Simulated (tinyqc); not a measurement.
## Silicon n-p-n transistor, Gummel numbers and transit times: effect of the collector doping

One-dimensional n-p-n transistor in the forward active mode at low injection. In the base p(x) = NB exp(-eta x/wb) and ni(x)^2 = ni^2 exp((g0 + g1 x/wb)/Vt); electrons leave the base at vsat; band spikes at the emitter junction and recombination inside the emitter are ignored.

f(x) = p(x) ni^2/ni(x)^2; I(x) = integral from x to wb of f/Dn, plus f(wb)/vsat; base Gummel number GB = I(0); electron density per unit flux n/(J/q) = I/f; base transit time tauB = integral of I/f over the base. ni = sqrt(Nc Nv) exp(-Eg/(2 Vt)), Eg in volts; GE = NE exp(-gE/Vt)(we/Dp + 1/Se); JC = J0 exp(VBE/Vt), J0 = q ni^2/GB; gain limited by back injection GE/GB, by base recombination tb/tauB, together 1/beta = the sum of the inverses; collector layer one-sided, Wc = sqrt(2 eps0 eps_r (Vbc + VCB)/(q NC)), Vbc = Vt ln(p(wb) NC/ni^2), Cjc = eps0 eps_r/Wc; Early voltage VA = GB q p(wb)/(f(wb) Cjc [1/Dn - (eta + g1/Vt)/(wb vsat)]), f(wb) = p(wb) exp(-(g0 + g1)/Vt), p(wb) = NB exp(-eta); tauC = Wc/(2 vsat). Peak fT here means 1/(2 pi (tauB + tauC + Rc Cjc)); base sheet resistance 1/(q mp times the integral of p).

Values chosen for this exercise; band and dielectric values close to those of silicon:

| symbol | value | unit | meaning |
|---|---|---|---|
| T | 250 | K | temperature |
| Eg | 1.11 | eV | band gap |
| eps_r | 11.8 |  | relative permittivity |
| Nc | 2.17e19 | cm^-3 | conduction-band density of states at T |
| Nv | 2.01e19 | cm^-3 | valence-band density of states at T |
| vsat | 9.9e6 | cm/s | saturation velocity |
| wb | 440 | nm | neutral base width |
| NB | 1.3e17 | cm^-3 | base doping at the emitter edge |
| eta | 0 |  | doping falls as exp(-eta x/wb) |
| g0 | 0 | eV | gap reduction at the emitter edge of the base |
| g1 | 0 | eV | further gap reduction across the base (linear) |
| Dn | 4.2 | cm^2/s | electron diffusion coefficient in the base |
| NE | 6.5e19 | cm^-3 | emitter doping |
| gE | 0.068 | eV | gap reduction in the emitter (negative: wider gap) |
| we | 190 | nm | neutral emitter width |
| Dp | 1.7 | cm^2/s | hole diffusion coefficient in the emitter |
| Se | 6e6 | cm/s | recombination velocity at the emitter contact |
| tb | 2e-8 | s | electron lifetime in the base |
| VCB | 2 | V | collector-base reverse bias |
| Rc | 6.2 | ohm um^2 | emitter plus collector resistance |
| mp | 160 | cm^2/(V s) | hole mobility in the base |

Constants: q = 1.602176634e-19 C, kB = 1.380649e-23 J/K, Vt = kB T/q, eps0 = 8.8541878128e-14 F/cm where lengths are in cm. Results are converted to the units shown.

The same in every row: GB (s/cm^4) = 1.375e12; GE/GB = 22.83; tb/tauB = 85.14; beta = 18.00; tauB (ps) = 234.9; base sheet resistance (kohm) = 6.820.

Effect of the collector doping:
```
NC (cm^-3)  VA (V)  tauC (ps)  peak fT (GHz)
2e15         119.7      6.826         0.6584
3.2e15       94.80      5.406         0.6622
5.1e15       75.23      4.290         0.6653
8.1e15       59.80      3.410         0.6678
1.3e16       47.29      2.697         0.6698
2e16         38.18      2.178         0.6713
3.3e16       29.78      1.698         0.6726
5.2e16       23.77      1.355         0.6736
```

As NC goes from 2e15 to 5.2e16, beta stays at 18.0, VA falls from 120 to 23.8 V, the peak fT rises from 0.658 to 0.674 GHz and the base sheet resistance stays at 6.82 kohm. The product beta VA changes by a factor of 0.199. Back injection limits the gain in every row. For NC = 2e16, 3.3e16, 5.2e16 the collector doping exceeds a tenth of the base doping at that edge, so the one-sided formulas are rough.

Range of the model: Heavy doping makes emitter or base degenerate; gE and g0 are to be read as apparent gap changes that include this.

Numbers from tinyqc (`OMP_NUM_THREADS=1 python tinyqc.py 2320030 2320031 out.jsonl`; about 0.01 s on one thread of a shared Intel Xeon 2.30GHz).
